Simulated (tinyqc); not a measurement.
Worked calculation: empirical pseudopotential in a few plane waves. Computed by tinyqc, a small Python program that keeps every step. Settings: plane-wave index or count = 15. Command: `OMP_NUM_THREADS=1 python tinyqc.py 29272 29273 out.jsonl` (the two numbers bound the seeds that draw the settings). One thread of a shared host (Intel(R) Xeon(R) Processor @ 2.60GHz), about 0.2 s of CPU time with the checks.

## Bloch Hamiltonian at k

Parameters chosen for this model: fcc lattice, atoms at +/- a/8 (1,1,1); form factors in rydberg at |G|^2 in units of (2 pi/a)^2:
```
parameter                 value      unit
a                      5.970000  angstrom
VS(3)                 -0.229000        Ry
VS(8)                  0.042000        Ry
VS(11)                 0.056000        Ry
VA(3)                  0.145000        Ry
VA(4)                  0.091000        Ry
VA(11)                 0.028000        Ry
hbar^2/2m (2 pi/a)^2   4.220209        eV
```

k point k (2 pi / a): 0.4300  -0.5800  0.0300

Basis: the 15 shortest G (labels in 2 pi/a), the same at every k. H(G,G') = c |k + G|^2 delta + VS(|G-G'|^2) cos((G-G').tau) + i VA sin((G-G').tau), tau = a/8 (1,1,1); 1 Ry = 13.605693 eV.

H(k) at k (eV), lower triangle (Hermitian):
```
                 +0+0+0           -1-1-1           -1-1+1           -1+1-1
+0+0+0           2.2038
-1-1-1   2.2031-1.3950i          15.8773
-1-1+1  -2.2031-1.3950i   0.0000+1.2381i          16.3837
-1+1-1  -2.2031-1.3950i   0.0000+1.2381i           0.5714           6.0864
-1+1+1  -2.2031+1.3950i          -0.5714   0.0000+1.2381i   0.0000+1.2381i
+1-1-1  -2.2031-1.3950i   0.0000+1.2381i           0.5714           0.5714
+1-1+1  -2.2031+1.3950i          -0.5714   0.0000+1.2381i           0.0000
+1+1-1  -2.2031+1.3950i          -0.5714           0.0000   0.0000+1.2381i
+1+1+1   2.2031+1.3950i           0.0000          -0.5714          -0.5714
-2+0+0   0.0000-1.2381i  -2.2031+1.3950i  -2.2031-1.3950i  -2.2031-1.3950i
+0-2+0   0.0000-1.2381i  -2.2031+1.3950i  -2.2031-1.3950i   0.5388-0.2694i
+0+0-2   0.0000-1.2381i  -2.2031+1.3950i   0.5388-0.2694i  -2.2031-1.3950i
+0+0+2   0.0000+1.2381i  -0.5388-0.2694i   2.2031+1.3950i  -0.5388+0.2694i
+0+2+0   0.0000+1.2381i  -0.5388-0.2694i  -0.5388+0.2694i   2.2031+1.3950i
+2+0+0   0.0000+1.2381i  -0.5388-0.2694i  -0.5388+0.2694i  -0.5388+0.2694i

                 -1+1+1           +1-1-1           +1-1+1           +1+1-1
-1+1+1           6.5928
+1-1-1           0.0000          23.1360
+1-1+1           0.5714   0.0000+1.2381i          23.6425
+1+1-1           0.5714   0.0000+1.2381i           0.5714          13.3451
+1+1+1   0.0000+1.2381i          -0.5714   0.0000+1.2381i   0.0000+1.2381i
-2+0+0   2.2031-1.3950i   0.5388-0.2694i  -0.5388-0.2694i  -0.5388-0.2694i
+0-2+0  -0.5388-0.2694i  -2.2031-1.3950i   2.2031-1.3950i  -0.5388-0.2694i
+0+0-2  -0.5388-0.2694i  -2.2031-1.3950i  -0.5388-0.2694i   2.2031-1.3950i
+0+0+2  -2.2031+1.3950i  -0.5388+0.2694i  -2.2031+1.3950i   0.5388+0.2694i
+0+2+0  -2.2031+1.3950i  -0.5388+0.2694i   0.5388+0.2694i  -2.2031+1.3950i
+2+0+0   0.5388+0.2694i   2.2031+1.3950i  -2.2031+1.3950i  -2.2031+1.3950i

                 +1+1+1   -2+0+0   +0-2+0   +0+0-2
+1+1+1          13.8516
-2+0+0  -0.5388+0.2694i  11.8259
+0-2+0  -0.5388+0.2694i   0.5714  28.8755
+0+0-2  -0.5388+0.2694i   0.5714   0.5714  18.5782
+0+0+2  -2.2031-1.3950i  -0.5714  -0.5714   0.0000
+0+2+0  -2.2031-1.3950i  -0.5714   0.0000  -0.5714
+2+0+0  -2.2031-1.3950i   0.0000  -0.5714  -0.5714

         +0+0+2  +0+2+0   +2+0+0
+0+0+2  19.5911
+0+2+0   0.5714  9.2937
+2+0+0   0.5714  0.5714  26.3434
```

## Levels at k

Diagonalise the Hermitian matrix.

eigenvalues (eV): -4.4445  4.5695  5.7571  6.7996  12.5875  13.4284  14.3020  15.2258  16.2808  20.2167  21.1404  22.8182  26.2919  28.1713  32.4822

## Bands along a path

The same steps at evenly spaced points between the labelled ones.

Bands along the path (eV), lowest eight:
```
k          band 1  band 2  band 3  band 4   band 5   band 6   band 7   band 8
L         -4.1887  3.6769  7.1592  7.1592  11.3860  13.3599  13.3599  17.7924
L-G 0.20  -4.5445  4.0625  7.0683  7.0683  11.3464  13.3322  13.3322  17.3841
L-G 0.40  -4.9080  4.8165  7.0981  7.0981  11.4751  13.4465  13.4465  15.5745
L-G 0.60  -5.2135  5.8135  7.2066  7.2066  11.6340  13.4507  13.4507  13.9542
L-G 0.80  -5.4140  6.8451  7.3275  7.3275  11.3700  13.1104  13.1877  13.1877
G         -5.4836  7.3811  7.3811  7.3811  10.9478  13.0301  13.0301  13.0301
G-X 0.20  -5.3908  6.8679  7.2060  7.2060  11.5868  12.7189  13.4359  13.4359
G-X 0.40  -5.1232  5.8973  6.8294  6.8294  11.9315  12.7658  14.4625  14.4981
G-X 0.60  -4.7150  4.9484  6.4843  6.4843  11.3914  12.3064  15.7215  15.9712
G-X 0.80  -4.2309  4.1922  6.3118  6.3118  11.0836  11.6746  17.7126  17.7126
X         -3.7680  3.7639  6.3821  6.3821  11.1328  11.4482  19.6743  19.6743
```

With 4 band(s) filled, the highest filled level on these points lies at G and the lowest empty one at G: a gap of 3.5668 eV, direct. This holds for the small fixed basis; with all plane waves up to |k + G|^2 = 21 (2 pi/a)^2 the gap along the path is 3.21 eV.

## Convergence with the number of plane waves

Levels at G counted from the fourth one.

Levels (eV):
```
plane waves   level 1  level 5  level 8
9            -14.5718   2.4762   3.3041
15           -12.8647   3.5668   5.6490
27           -11.6912   3.2601   6.1951
51           -11.3086   3.1258   6.3296
59           -11.2613   3.1750   6.0618
65           -11.2512   3.1767   6.0311
89           -11.2440   3.1849   6.0396
```
